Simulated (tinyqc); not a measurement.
# Octagonal on-chip spiral inductor, lumped pi model: what changes with what

Outer diameter do = di + 2 n wd + 2 (n - 1) sp, mean da = (do + di)/2, fill p = (do - di)/(do + di), length l = 3.314 n da. L = 2.25 mu0 n^2 da/(1 + 3.55 p), mu0 = 4 pi 1e-7 H/m. Rs = rho l/(wd delta (1 - exp(-th/delta))), delta = sqrt(rho/(pi f mu0)). Cs = n wd^2 eps0 eo/hu across the coil. At each end Cox = l wd eps0 eo/(2 ho) leads to the substrate branch Rsi = 2 rs he/(l wd) in parallel with Csi = l wd eps0 11.7/(2 he). With one end grounded Y = 1/(Rs + i w L) + i w Cs + 1/[1/(i w Cox) + 1/(1/Rsi + i w Csi)], w = 2 pi f; Q = -Im Y/Re Y. Eddy currents in neighbouring turns and in the substrate are left out.

Inputs (values chosen for the exercise); values of the order met in silicon radio-frequency processes: number of turns n = 5.5; line width wd = 8 um; space between turns sp = 3 um; inner diameter di = 100 um; metal thickness th = 3 um; metal resistivity rho = 3 uohm cm; oxide below the coil ho = 8.4 um; oxide between coil and underpass hu = 1.3 um; relative permittivity of the oxide eo = 3.9; substrate resistivity rs = 10 ohm cm; effective spreading depth in the substrate he = 80 um; frequency f = 10 GHz.

Constants: eps0 = 8.8541878128e-12 F/m. Results are converted to the units shown.

Each table varies one quantity; the others keep the values above.

## Quality factor against frequency

Apparent inductance Im(1/Y)/w; share of the loss Re(substrate branch)/Re Y.

Quality factor against frequency:

| f (GHz) | Rs (ohm) | w L/Rs | Q | apparent inductance (nH) | loss in the substrate (%) |
|---|---|---|---|---|---|
| 0.23 | 4.606 | 1.841 | 1.839 | 5.870 | 0.006528 |
| 0.37 | 4.906 | 2.780 | 2.773 | 5.876 | 0.03556 |
| 0.61 | 5.327 | 4.221 | 4.191 | 5.892 | 0.2220 |
| 1 | 5.888 | 6.260 | 6.098 | 5.935 | 1.333 |
| 1.6 | 6.608 | 8.926 | 8.085 | 6.035 | 6.572 |
| 2.7 | 7.706 | 12.92 | 8.688 | 6.296 | 27.31 |
| 4.3 | 9.045 | 17.53 | 6.349 | 6.789 | 57.18 |
| 7.1 | 11.01 | 23.77 | 3.134 | 7.968 | 80.31 |
| 12 | 13.85 | 31.95 | 0.5644 | 6.845 | 91.48 |

Q goes from 1.84 through a maximum of 8.69 (at f = 2.7 GHz among the rows listed) to 0.564; the exact peak is 8.86 at 2.31 GHz and Q reaches zero at the self-resonance, 13.7 GHz. The share of the substrate rises from 0.00653 to 91.5 %, and the apparent inductance ends at 1.17 times L. At the peak the substrate takes 19.0 % of the loss. For f = 12 the coil is longer than 0.15 of a wavelength in the oxide, where one lumped section is rough.

## Effect of the line width

Same model as above.

Peak Q and its frequency from a search over f; self-resonance where Im Y = 0; Q at the given f (negative beyond resonance).

Results:

| wd (um) | L (nH) | do (um) | peak Q | f of the peak (GHz) | self-resonance (GHz) | Q at f |
|---|---|---|---|---|---|---|
| 2 | 6.269 | 149.0 | 5.872 | 7.553 | 37.36 | 5.680 |
| 4 | 6.005 | 171.0 | 7.277 | 3.922 | 23.59 | 4.429 |
| 6 | 5.892 | 193.0 | 8.199 | 2.847 | 17.38 | 2.691 |
| 13 | 6.014 | 270.0 | 9.936 | 1.649 | 8.603 | -0.5316 |
| 18 | 6.312 | 325.0 | 10.58 | 1.310 | 5.998 | -1.511 |
| 25 | 6.846 | 402.0 | 11.15 | 1.025 | 4.016 | -2.256 |

Estimate the missing row, wd = 9 um.

Computed row:

| wd (um) | L (nH) | do (um) | peak Q | f of the peak (GHz) | self-resonance (GHz) | Q at f |
|---|---|---|---|---|---|---|
| 9 | 5.877 | 226.0 | 9.131 | 2.130 | 12.31 | 0.8764 |

With this row back in the table: As wd goes from 2 to 25, L goes from 6.27 through a minimum of 5.88 (at wd = 9 among the rows listed) to 6.85 nH, the peak Q rises from 5.87 to 11.1, its frequency falls from 7.55 to 1.03 GHz and the self-resonance falls from 37.4 to 4.02 GHz.

tinyqc, about 0.01 s, one thread, Intel Xeon 2.30GHz (shared host): `OMP_NUM_THREADS=1 python tinyqc.py 2302038 2302039 out.jsonl`
